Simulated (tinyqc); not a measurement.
Series resistance and length offset from two lengths at two overdrives.

Problem. In strong inversion R W = Rsd + k(x)(L - dL), k(x) = (1 + th1 x)/(mu0 Cox x), x the overdrive, Cox = eps0 eox/tox, with Rsd and dL independent of x. Find dL, Rsd, mu0 and th1.

Parameters, values chosen for the exercise:
- eox = 3.9 (relative permittivity of the gate insulator (close to silicon dioxide))
- tox = 6.7 nm (insulator thickness)

Constants: eps0 = 8.8541878128e-14 F/cm where lengths are in cm. Results are converted to the units shown.

total resistance times width (ohm um):
```
                  L = 0.11 um  L = 0.5 um
overdrive 0.43 V   1560.00031  6885.00147
overdrive 1.04 V   904.649930  3772.08717
```

Answer. At each overdrive R W is a straight line in L; the two lines cross at L = dL, R W = Rsd. Their slopes give k x = (1 + th1 x)/(mu0 Cox), a straight line in x.

dL = 0.006000 um
Rsd = 140.0 ohm um
mu0 = 420.0 cm^2/(V s)
th1 = 0.6300 1/V

Numbers from tinyqc (`OMP_NUM_THREADS=1 python tinyqc.py 2210136 2210137 out.jsonl`; about 0.01 s on one thread of a shared Intel Xeon 2.30GHz).
